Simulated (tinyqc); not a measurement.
Pillar capacitor in an array: capacitance, non-linearity, leakage and relaxation: charge lost after writing.

A film between two metal electrodes, each interface adding a series capacitance ci. The small-signal permittivity is ek (1 + aq E^2); the field is found with the linear permittivity. Leakage J = J0 sinh(E/Ef). After a voltage step the film passes a relaxation current kr C V tt^(-nr), tt being the time in seconds. The sidewall is a coaxial capacitor with radii a = dm/2 and b = dm/2 + t, depth AR dm; the end face is left out.

Planar film: Cf = eps0 ek/t, 1/C = 1/Cf + 2/ci, EOT = 3.9 eps0/C, effective permittivity C t/eps0, E = (V/t) C/Cf. A capacitor written for t0 and then left open loses, as a share of C V, kr (tt^(1 - nr) - t0^(1 - nr))/(1 - nr) by relaxation and J tt/(C V) by leakage; both are taken as small, and rows far outside that range are left out.

Parameters, values chosen for the exercise; permittivity of the order of that of hafnium oxide:
- ek = 19.4 (relative permittivity of the film)
- t = 25 nm (film thickness)
- ci = 270 uF/cm^2 (capacitance of each electrode interface (dead layer and screening))
- aq = 0.0087 cm^2/MV^2 (quadratic field coefficient of the permittivity)
- V = 1.6 V (bias)
- nr = 0.939 (exponent of the relaxation current)
- kr = 0.00046 (strength of the relaxation)
- J0 = 4.6e-11 A/cm^2 (leakage prefactor)
- Ef = 0.37 MV/cm (field for an e-fold rise of the leakage)
- t0 = 2e-8 s (duration of the write pulse)

Constants: eps0 = 8.8541878128e-14 F/cm where lengths are in cm. Results are converted to the units shown.

The same in every row: leakage current (nA/cm^2) = 0.1245.

Charge lost after writing:
```
tt (s)  relaxation current (nA/cm^2)  loss by relaxation (%)  loss by leakage (%)  total loss (%)
1e-6                         2.166e5                 0.06892             1.138e-8         0.06892
1e-5                         2.493e4                  0.1179             1.138e-7          0.1179
0.0001                          2869                  0.1742             1.138e-6          0.1742
0.001                          330.1                  0.2391             1.138e-5          0.2391
0.01                           37.99                  0.3137             1.138e-4          0.3138
0.1                            4.372                  0.3995             0.001138          0.4007
1                             0.5031                  0.4984              0.01138          0.5097
10                           0.05790                  0.6121               0.1138          0.7259
100                         0.006663                  0.7429                1.138           1.881
1000                        7.668e-4                  0.8936                11.38           12.27
```

The two currents are equal at tt = 4.43 s. The loss by relaxation grows from 0.0689 to 0.894 %, by 0.0490 points over the first decade and 0.151 over the last, while the loss by leakage grows tenfold a decade. Leakage is the larger loss for tt = 100, 1000 s. For tt = 1000 the falling voltage would already cut the leakage, so the linear estimate overstates the loss.

Program tinyqc, `OMP_NUM_THREADS=1 python tinyqc.py 2102042 2102043 out.jsonl`; Intel Xeon 2.30GHz, shared host, one thread, about 0.01 s.
